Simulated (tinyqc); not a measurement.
# Van der Pauw, Hall and four-point-probe measurements on a doped layer: correction factor against the shape of the sample

A uniform p-type layer with sheet resistance Rs = 1/(q ns mu), point contacts, low field (mu B small).

Rs = 1/(q ns mu). For a rectangle with contacts at the corners, RA = (8 Rs/pi) sum_(k>=0) ln coth((2k + 1) pi a/(2 b)) with current along a short side b and voltage along the opposite one, RB the same with a and b exchanged. ar = a/b. F = Rs/[(pi/ln 2)(RA + RB)/2]; small-asymmetry estimate 1 - (ln 2/2) d^2 - ((ln 2)^2/4 - (ln 2)^3/12) d^4 with d = (RB - RA)/(RB + RA).

Parameters, values chosen for the exercise: sheet density of the layer ns = 4.2e15 cm^-2; drift mobility mu = 45 cm^2/(V s).

Constants: q = 1.602176634e-19 C. Results are converted to the units shown.

Correction factor against the shape of the sample:

| ar | RA (ohm) | RB (ohm) | RB/RA | F | estimate of F |
|---|---|---|---|---|---|
| 1 | 7.286 | 7.286 | 1.000 | 1.000 | 1.000 |
| 1.34 | 2.498 | 16.33 | 6.536 | 0.7740 | 0.7861 |
| 1.69 | 0.8318 | 27.08 | 32.55 | 0.5221 | 0.6213 |
| 2.03 | 0.2858 | 38.04 | 133.1 | 0.3803 | 0.5767 |
| 2.37 | 0.09823 | 49.17 | 500.6 | 0.2958 | 0.5653 |
| 2.71 | 0.03375 | 60.37 | 1788 | 0.2413 | 0.5623 |
| 3.06 | 0.01124 | 71.91 | 6397 | 0.2026 | 0.5614 |
| 3.4 | 0.003863 | 83.14 | 2.152e4 | 0.1753 | 0.5612 |

RB/RA rises from 1.00 to 21500 and F falls from 1.00 to 0.175. The estimate is 19 % above F at a/b = 1.69 and 3.20 times it in the last row. RA shrinks about as exp(-pi a/b): by a factor of 2.91 between the last two rows, against 2.91.

tinyqc, about 0.08 s, one thread, Intel Xeon 2.30GHz (shared host): `OMP_NUM_THREADS=1 python tinyqc.py 2850161 2850162 out.jsonl`
